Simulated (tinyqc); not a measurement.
Free and trapped electrons in a MOS channel with a dense trap tail: two steps of the calculation.

p-type body, charge-sheet picture, full ionisation (an idealisation for deep acceptors), Boltzmann statistics for free electrons. e = Ec - EF at the surface. Acceptor-like traps of density D(E) = D0 + De exp(-E/Ew) at depth E below Ec, from 0 to Eu, hold n_t = integral of D(E)/(1 + exp((e - E)/Vt)). psi = Eg - Vt ln(Nv/Na) - e; N_dep = sqrt(2 eps0 eps_r Na (psi - Vt)/q); n_f = sqrt(N_dep^2 + 2 eps0 eps_r Vt Nc exp(-e/Vt)/q) - N_dep; Vg = Vfb + psi + q (N_dep + n_t + n_f)/Cox, Cox = eps0 eox/tox.

Inputs (values chosen for the exercise); band and dielectric values close to those of 4H silicon carbide:
```
symbol    value         unit                                             meaning
T           300            K                                         temperature
Eg         3.22           eV                                            band gap
eps_r      9.65                                            relative permittivity
Nc      1.68e19        cm^-3              conduction-band density of states at T
Nv       2.5e19        cm^-3                 valence-band density of states at T
eox         3.9                           relative permittivity of the insulator
tox          68           nm                                 insulator thickness
Na       2.7e16        cm^-3                                    acceptor density
Vfb       -2.06            V            flat-band voltage without trapped charge
D0       3.3e10  cm^-2 eV^-1  constant background density of acceptor-like traps
De       4.6e13  cm^-2 eV^-1          density of the tail at the conduction edge
Ew          0.1           eV                            decay energy of the tail
Eu         0.81           eV        depth below Ec down to which the traps reach
mf          160   cm^2/(V s)                          mobility of free electrons
e           0.1           eV                              Ec - EF at the surface
```

Constants: q = 1.602176634e-19 C, kB = 1.380649e-23 J/K, Vt = kB T/q, eps0 = 8.8541878128e-14 F/cm where lengths are in cm. Results are converted to the units shown.

Problem 1. Trapped charge. Trapezoid rule on 13 equal steps from 0 to Eu, f = 1/(1 + exp((e - E)/Vt)).

Find: E; D(E) f; n_t.

Solution 1.

```
point,E (eV),D(E) f (cm^-2 eV^-1)
0,0,9.422e11
1,0.06231,4.663e12
2,0.1246,9.570e12
3,0.1869,6.889e12
4,0.2492,3.826e12
5,0.3115,2.073e12
6,0.3738,1.127e12
7,0.4362,6.199e11
8,0.4985,3.478e11
9,0.5608,2.018e11
10,0.6231,1.235e11
11,0.6854,8.155e10
12,0.7477,5.904e10
13,0.8100,4.696e10
```

n_t = 1.874e12 cm^-2

Problem 2. Charges and gate voltage. psi, N_dep, n_f and Vg as defined, with the n_t given; free share n_f/(n_f + n_t); apparent mobility mf n_f/(n_f + n_t); gate voltage spent on traps q n_t/Cox.

n_t = 1.8740399e12 cm^-2

Give: psi; N_dep; n_f; Vg; free share; apparent mobility; gate voltage spent on traps.

Solution 2.

psi = 2.943 V
N_dep = 9.166e11 cm^-2
n_f = 5.136e10 cm^-2
Vg = 9.850 V
free share = 2.668 %
apparent mobility = 4.268 cm^2/(V s)
gate voltage spent on traps = 5.913 V

Computed by the program tinyqc: `OMP_NUM_THREADS=1 python tinyqc.py 2222078 2222079 out.jsonl`, one thread of a shared Intel Xeon 2.30GHz, about 0.02 s for the whole run.
